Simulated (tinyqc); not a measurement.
MOSFET in the linear regime without short-channel effects, parameter extraction from computed curves: two steps of the calculation.

Inversion charge Q = Cox n Vt W0(exp((Vg - VT)/(n Vt))), W0 the Lambert function and n = nf; u = Q/Cox; mobility mu = mu0/(1 + th1 u + th2 u^2); channel resistance Rch = (L - dL)/(W mu Q); Id = Vd/(Rch + Rsd/W). Cox = eps0 eox/tox. Small Vd, no channel-length or drain effects.

Values chosen for this exercise; channel values of the order met in silicon transistors:

| symbol | value | unit | meaning |
|---|---|---|---|
| T | 400 | K | temperature |
| eox | 22.6 |  | relative permittivity of the gate insulator (close to hafnium oxide) |
| tox | 11 | nm | insulator thickness |
| mu0 | 130 | cm^2/(V s) | low-field mobility |
| th1 | 0.12 | 1/V | first mobility attenuation factor |
| th2 | 0 | 1/V^2 | second mobility attenuation factor |
| VT | 0.64 | V | threshold voltage |
| nf | 1.35 |  | body factor |
| W | 1 | um | gate width |
| L | 0.054 | um | drawn gate length |
| dL | 0.008 | um | drawn less effective length |
| Rsd | 210 | ohm um | source plus drain resistance |
| Vd | 0.02 | V | drain voltage |

Constants: q = 1.602176634e-19 C, kB = 1.380649e-23 J/K, Vt = kB T/q, eps0 = 8.8541878128e-14 F/cm where lengths are in cm. Results are converted to the units shown.

Question 1. Transfer curve. u, mu, Rch and Id as defined.

Vg, point 0 to 10 (V): 0.34  0.49  0.64  0.79  0.94  1.09  1.24  1.39  1.54  1.69  1.84

Give: u; mu; Rch; Id.

Answer 1.

```
point      u (V)  mu (cm^2/(V s))  Rch (ohm)    Id (uA)
0      7.3655e-5           130.00   2.6409e6  0.0075726
1      0.0017831           129.97   1.0911e5    0.18295
2       0.026391           129.59     7393.7     2.6303
3        0.10998           128.31     1792.0     9.9899
4        0.22638           126.56     882.57     18.305
5        0.35539           124.68     570.66     25.619
6        0.49041           122.77     419.98     31.747
7        0.62884           120.88     332.66     36.855
8        0.76945           119.01     276.14     41.141
9        0.91156           117.18     236.73     44.770
10        1.0548           115.39     207.75     47.875
```

Question 2. The Y function. Y_i = Id_i/sqrt(gm_i). For Id = beta Vd x/(1 + th x), x = Vg - VT, Y = sqrt(beta Vd) x whatever th. Slope s from points 6 and 9; VT_Y = Vg - Y/s at point 9; beta = s^2/Vd; mobility beta L/(W Cox) with the drawn L; th* = (beta Vd x/Id - 1)/x at point 9.

```
point  Vg (V)       Id (uA)
0        0.34  0.0075725839
1        0.49    0.18295249
2        0.64     2.6302870
3        0.79     9.9899031
4        0.94     18.305456
5        1.09     25.619386
6        1.24     31.747235
7        1.39     36.855301
8        1.54     41.140640
9        1.69     44.770142
10       1.84     47.875019
```

gm, point 1 to 9 (uS): 8.7423814  32.689835  52.250565  52.098277  44.805928  37.453050  31.311352  26.382801  22.447929

Give: Y; s; VT_Y; beta; mobility from Y; th*.

Answer 2.

Y, point 1 to 9 (uA^0.5 V^0.5): 0.06188  0.4600  1.382  2.536  3.827  5.188  6.586  8.010  9.449
s = 9.471 uA^0.5 V^-0.5
VT_Y = 0.6922 V
beta = 4485 uA/V^2
mobility from Y = 133.1 cm^2/(V s)
th* = 1.001 1/V

The mobility from Y is 13 % below mu0 L/(L - dL) = 153 cm^2/(V s), which it should reach in deep inversion when th2 = 0.

tinyqc, about 0.01 s, one thread, Intel Xeon 2.30GHz (shared host): `OMP_NUM_THREADS=1 python tinyqc.py 2210058 2210059 out.jsonl`
